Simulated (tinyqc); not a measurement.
Worked calculation: tight binding, honeycomb lattice. One step of it, computed by the program tinyqc.

Problem. Bloch Hamiltonian at k. H_AB = -t1 (1 + exp(-i k.a1) + exp(-i k.a2)); H_AA = delta - 2 t2 sum cos(k.b + phi), H_BB = -delta - 2 t2 sum cos(k.b - phi), b = a1, a2 - a1, -a2.

Parameters chosen for this model:
```
parameter,value,unit
t1,1.000000,"eV, nearest"
t2,0,"eV, second neighbours"
phi,0,"rad, phase of t2 (Haldane)"
delta,1.360000,"eV, +/- on A and B"
```

k point k (fractions of the reciprocal vectors): 0.310000  0.040000

Give: H(k) at k.

Solution.

H(k) at k (eV):
```
,A,B
A,1.360,-1.600+1.178i
B,-1.600-1.178i,-1.360
```
